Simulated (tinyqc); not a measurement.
Inside a calculation: gated graphene: carriers, quantum capacitance and optical conductivity. Values are carried at full precision from step to step, so a last printed digit may differ when a step is redone from the rounded ones.

Cones E = +/- hv |k|, four flavours, D(E) = 2|E|/(pi hv^2). n = (2/pi)(kT/hv)^2 F_1(mu/kT), p = (2/pi)(kT/hv)^2 F_1(-mu/kT), in 1/angstrom^2 (1e16 for 1/cm^2); F_1(eta) = integral_0^infinity x dx/(1 + exp(x - eta)). Cq/e^2 = d(n - p)/d mu = (2 kT/(pi hv^2)) ln(2 + 2 cosh(mu/kT)).

Gate: V = mu/e + e (n - p)/Cox with Cox/e^2 = k/(4 pi e2 t), t in angstrom, e2 = e^2/(4 pi eps0); 1/(eV angstrom^2) in C/e^2 equals 1602.176634 microfarad/cm^2; total 1/C = 1/Cox + 1/Cq.

Constants: kB = 8.617333262e-05 eV/K; e^2/(4 pi eps0) = 14.39964547 eV angstrom; fine-structure constant alpha = 0.007297352564.

Inputs chosen for the exercise (Fermi velocity near that of graphene, gate dielectric near hBN; not measured data): hv = 6.75 eV angstrom (hbar vF); T = 300 K; k = 3.57 (dielectric constant of the gate layer); t = 5 nm (its thickness); V = -0.44 V (gate voltage from the neutrality point); E = 0.043 eV (photon energy); Gm = 2 meV (intraband damping).

## Chemical potential at the gate voltage

Solve the gate equation for mu.

Cox = 0.6322 microfarad/cm^2
mu = -0.1250 eV
n = 7.42e+08 1/cm^2
p = 1.24e+12 1/cm^2

mu takes 28.4 % of the gate voltage; the zero-temperature rule |mu| = hv sqrt(pi |n - p|) gives 0.1334 eV.

## Quantum capacitance

1/(eV angstrom^2) in C/e^2 equals 1602.176634 microfarad/cm^2; 1/C = 1/Cox + 1/Cq.

Cq = 2.807 microfarad/cm^2
C = 0.5160 microfarad/cm^2
Cq at mu = 0 = 0.8023 microfarad/cm^2

C is 0.816 of Cox.

## Optical conductivity at one energy

Conductivity over sigma0 = e^2/(4 hbar): interband Re = sinh(E/2kT)/(cosh(mu/kT) + cosh(E/2kT)); intraband Re = (8 kT/pi) ln(2 cosh(mu/2kT)) Gm/(E^2 + Gm^2). A free sheet absorbs about pi alpha_f Re(sigma/sigma0), alpha_f the fine-structure constant (alpha among the constants).

Evaluate both parts and the absorption.

interband = 0.0145
intraband = 0.1723
absorption = 0.428 %

E is below 2|mu| = 0.2499 eV; at this temperature interband transitions are mostly Pauli blocked; the universal value is pi alpha_f = 2.293 %.

## Checks

- Cq/e^2 against the finite difference of n - p (1/(eV angstrom^2)): both 0.001752.

tinyqc: `OMP_NUM_THREADS=1 python tinyqc.py 1650578 1650579 out.jsonl`; about 0.01 s, one thread, shared Intel(R) Xeon(R) Processor @ 2.30GHz.
